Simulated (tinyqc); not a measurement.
Worked calculation: formation energy of a charged point defect from supercell energies. Computed by tinyqc, a small Python program that keeps every step. Command: `OMP_NUM_THREADS=1 python tinyqc.py 3013639 3013640 out.jsonl formation walk`. One thread of a shared host (Intel(R) Xeon(R) Processor @ 2.30GHz), about 0.01 s of CPU time with the checks. Intermediate numbers are printed to about 6 digits and carried at full precision; extremes and crossings named in words are read from the listed rows.

The host is a compound AB. Making the defect adds n_A = -1, n_B = 0 atoms to the cell. All total energies are inputs. E_F is counted from the valence-band maximum (VBM); x = 0 is A-rich and x = 1 B-rich growth.

Inputs (values chosen for the exercise, with gap and screening modelled on CdS):

| quantity | value | unit |
|---|---|---|
| gap E_g | 2.54 | eV |
| E_VBM of the host cell | 6.532 | eV |
| potential alignment dV | 0.12 | eV |
| dielectric constant eps | 8.67 | - |
| cell length L | 20.5 | angstrom |
| mu_A of the pure element | -4.813 | eV |
| formation enthalpy dH of AB | -2.14 | eV |
| growth condition x | 0.13 | - |
| Fermi level E_F | 0.495 | eV |
| temperature T | 1000 | K |
| site density N_s | 1.7e+22 | cm^-3 |

Defect: vacancy of A. Supercell lattice: sc.

charge states q: 1  0  -1  -2

E(defect, q) - E(host), in the order of q (eV): -0.955  6.902  14.885  23.083

Constants: e^2/(4 pi eps_0) = 14.39964548 eV angstrom; k_B = 8.617333262e-05 eV/K.

## Chemical potentials

dmu_A = x dH and dmu_B = (1 - x) dH, so that dmu_A + dmu_B = dH; mu = mu(element) + dmu. The reservoir term is sum n_i mu_i.

dmu_A = -0.2782 eV

dmu_B = -1.8618 eV

sum n_i mu_i = 5.0912 eV

## Image-charge corrections

Image-charge correction of a point charge in a neutralising background: E_corr = q^2 alpha e^2/(4 pi eps_0) / (2 eps L), alpha = 2.837297 for a sc array with L the cube root of the volume.

E_corr (eV): (q=+1) 0.114935, (q=0) 0.000000, (q=-1) 0.114935, (q=-2) 0.459741

## Formation energies at E_F = 0

E_f(q, E_F) = [E(defect, q) - E(host)] - sum n_i mu_i + q (E_VBM + dV + E_F) + E_corr(q).

E_f(q, 0) (eV): (q=+1) 0.72074, (q=0) 1.81080, (q=-1) 3.25674, (q=-2) 5.14754

## Transition levels and the lower envelope

eps(q/q') = [E_f(q', 0) - E_f(q, 0)]/(q - q'). U of state q is eps(q/q-1) - eps(q+1/q). The stable state at each E_F is the lowest line E_f(q, 0) + q E_F.

One-electron levels above the VBM (eV):

| level | energy | U of the state between this level and the next |
|---|---|---|
| (+1/0) | 1.09006 | 0.355871 |
| (0/-1) | 1.44594 | 0.444871 |
| (-1/-2) | 1.89081 | - |

Stable states:

| q | from E_F (eV) | to E_F (eV) |
|---|---|---|
| +1 | 0.00000 | 1.09006 |
| 0 | 1.09006 | 1.44594 |
| -1 | 1.44594 | 1.89081 |
| -2 | 1.89081 | 2.54000 |

Stable in the gap, from the VBM up: +1, 0, -1, -2.

## The first and the last level

eps(q/q-1) = E_f(q - 1, 0) - E_f(q, 0).

level (+1/0) = 1.09006 eV

level (-1/-2) = 1.89081 eV

## Concentrations at the given E_F and T

E_f(q, E_F) = E_f(q, 0) + q E_F. c_q = N_s exp(-E_f(q, E_F)/k_B T), with all degeneracy factors one and no vibrational entropy.

Charge states:

| q | E_f (eV) | c_q (cm^-3) | share |
|---|---|---|---|
| +1 | 1.21574 | 1.26886e+16 | 9.98999e-01 |
| 0 | 1.81080 | 1.27180e+13 | 1.00132e-03 |
| -1 | 2.76174 | 2.05076e+08 | 1.61461e-08 |
| -2 | 4.15754 | 1.89392e+01 | 1.49113e-15 |

lowest formation energy = 1.21574 eV

total concentration = 1.27013e+16 cm^-3

mean charge = 0.998999 e

State +1 holds 99.9 % of the defects.

## Fermi level and growth conditions

Each entry is the lowest E_f over q.

Lowest formation energy (eV):

| E_F (eV) | stable q | A-rich, x = 0 | x = 0.5 | B-rich, x = 1 |
|---|---|---|---|---|
| 0.000 | +1 | 0.99894 | -0.07106 | -1.14106 |
| 0.318 | +1 | 1.31694 | 0.24694 | -0.82306 |
| 0.635 | +1 | 1.63394 | 0.56394 | -0.50606 |
| 0.952 | +1 | 1.95094 | 0.88094 | -0.18906 |
| 1.270 | 0 | 2.08900 | 1.01900 | -0.05100 |
| 1.588 | -1 | 1.94694 | 0.87694 | -0.19306 |
| 1.905 | -2 | 1.61574 | 0.54574 | -0.52426 |
| 2.222 | -2 | 0.98174 | -0.08826 | -1.15826 |
| 2.540 | -2 | 0.34574 | -0.72426 | -1.79426 |

Going from A-rich to B-rich growth shifts every line by -2.140 eV and moves no transition level. The slope of the envelope is the stable charge, so E_f is highest at E_F = 1.27 eV of those listed, and it falls on both sides: the defect is amphoteric and compensates either doping. Under B-rich growth E_f is negative in every row: the host would not be stable against this defect at that limit.

## What the corrections do to the levels

Levels eps(q/q-1) with the terms q dV and E_corr left out or kept.

Levels above the VBM (eV):

| level | raw | with alignment | with image charge | with both |
|---|---|---|---|---|
| (+1/0) | 1.32500 | 1.20500 | 1.21006 | 1.09006 |
| (0/-1) | 1.45100 | 1.33100 | 1.56594 | 1.44594 |
| (-1/-2) | 1.66600 | 1.54600 | 2.01081 | 1.89081 |

Alignment moves every level by -dV = -0.120 eV. The image term moves eps(q/q-1) by (1 - 2q) E_corr(1): (+1/0) by -0.115, (0/-1) by +0.115, (-1/-2) by +0.345 eV, donor levels down and acceptor levels up. It adds 2 E_corr(1) = 0.230 eV to every U.

Checks made by the program: envelope against a direct minimum on a grid (relative difference below 1e-10).
